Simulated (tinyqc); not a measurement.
Three-band tight binding of a dichalcogenide monolayer: one step. Closed forms at K and Gamma. Two cases, with inputs chosen for the exercise.

Question. Three-band model of dz2 (level e1) and dxy, dx2-y2 (level e2), spin sz = +/-1; t1 and t2 drop out at these points. At K: e2 - (3/2)(t11 + t22) - 3 sqrt3 t12 + lam sz (valence), e1 - 3 t0 (conduction), e2 - (3/2)(t11 + t22) + 3 sqrt3 t12 - lam sz. At Gamma: e1 + 6 t0 (valence) and e2 + 3 (t11 + t22) -/+ lam.

Give: a table of point, band 1, band 2, band 3; smallest direct gap at K; Ev(K) - Ev(Gamma).

Case 1.

Values chosen (near a published set for monolayer MoS2; the results hold for these values, not for the real material): e1 = 1.041 eV (level of dz2); e2 = 2.091 eV (level of dxy and dx2-y2); t0 = -0.183 eV (hopping); t11 = 0.222 eV (hopping); t12 = 0.332 eV (hopping); t22 = 0.056 eV (hopping); lam = 0.072 eV (spin-orbit constant).

Answer.

Levels (eV):

| point | band 1 | band 2 | band 3 |
|---|---|---|---|
| K, spin up | 0.0209 | 1.5900 | 3.3271 |
| K, spin down | -0.1231 | 1.5900 | 3.4711 |
| Gamma | -0.0570 | 2.8530 | 2.9970 |

smallest direct gap at K = 1.5691 eV
Ev(K) - Ev(Gamma) = 0.0779 eV

Of the two points, the valence band is higher at K, by 78 meV. The dz2 conduction state at K has no atomic orbital angular momentum (Lz = 0) and is not split at this order.

Case 2.

Values chosen (near a published set for monolayer MoS2; the results hold for these values, not for the real material): e1 = 1.056 eV (level of dz2); e2 = 2.121 eV (level of dxy and dx2-y2); t0 = -0.181 eV (hopping); t11 = 0.219 eV (hopping); t12 = 0.34 eV (hopping); t22 = 0.058 eV (hopping); lam = 0.072 eV (spin-orbit constant).

Answer.

Levels (eV):

| point | band 1 | band 2 | band 3 |
|---|---|---|---|
| K, spin up | 0.0108 | 1.5990 | 3.4002 |
| K, spin down | -0.1332 | 1.5990 | 3.5442 |
| Gamma | -0.0300 | 2.8800 | 3.0240 |

smallest direct gap at K = 1.5882 eV
Ev(K) - Ev(Gamma) = 0.0408 eV

Of the two points, the valence band is higher at K, by 41 meV. The dz2 conduction state at K has no atomic orbital angular momentum (Lz = 0) and is not split at this order.

Computed by tinyqc, one run a case: `OMP_NUM_THREADS=1 python tinyqc.py N N+1 out.jsonl` with N = 1452047, 1452233; one thread of a shared Intel(R) Xeon(R) Processor @ 2.30GHz, about 0.02 s a run at most.
